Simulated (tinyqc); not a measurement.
Threshold switch as oscillator and as selector in a crossbar: two steps of the calculation.

Off state: I = Ith sinh(V/V0)/sinh(Vth/V0) up to Vth. On state: V = Vh + I Ron down to the holding current Ih, at Vl = Vh + Ih Ron. Switching is instantaneous.

Values chosen for this exercise; values of the order of Ge-Sb-Te and related chalcogenides: threshold voltage Vth = 2.7 V; holding voltage Vh = 0.96 V; on-state resistance Ron = 2.9 kohm; current at threshold Ith = 0.28 uA; voltage scale of the off-state sinh V0 = 0.2 V; holding current Ih = 19 uA; capacitance across the switch C = 10 fF; rows and columns of the array N = 4096; supply voltage Vs = 3.4 V; load resistance RL = 250 kohm.

Problem 1. Relaxation oscillation. With a load RL from Vs and C across the switch, it oscillates if the load line misses both branches: (Vs - Vl)/Ih < RL < (Vs - Vth)/Ith. Charging without leakage takes RL C ln[(Vs - Vl)/(Vs - Vth)]; discharging takes (RL || Ron) C ln[(Vth - Ve)/(Vl - Ve)], Ve = (Vs Ron + Vh RL)/(Ron + RL).

Wanted: Vl; smallest RL; largest RL; charging time; Ve; discharging time; frequency.

Solution 1.

Vl = 1.0151 V
smallest RL = 125.52 kohm
largest RL = 2500.0 kohm
charging time = 3.0646 ns
Ve = 0.98798 V
discharging time = 0.11883 ns
frequency = 314.13 MHz

With the off-state leakage included the charging takes 3.115 ns, 1.7 % above this value.

Problem 2. Leakage in a crossbar. In an N x N array driven at Vs, the V/2 scheme puts Vs/2 on 2 (N - 1) cells; the V/3 scheme puts Vs/3 on all N^2 - 1 others, N - 1 of them on the selected row. Row leakage is (N - 1) I; wasted power is the number of cells times V I.

Wanted: I at Vs/2; row leakage, V/2; wasted power, V/2; I at Vs/3; row leakage, V/3; wasted power, V/3.

Solution 2.

I at Vs/2 = 1.887 nA
row leakage, V/2 = 7.726 uA
wasted power, V/2 = 26.27 uW
I at Vs/3 = 0.1110 nA
row leakage, V/3 = 0.4544 uA
wasted power, V/3 = 2110 uW

The V/3 scheme cuts the row leakage by 17.0 and raises the wasted power by a factor of 80.3.

Range of the model: Delay times, drift of Vth and line resistance are left out.

Numbers from tinyqc (`OMP_NUM_THREADS=1 python tinyqc.py 2490066 2490067 out.jsonl`; about 0.01 s on one thread of a shared Intel Xeon 2.30GHz).
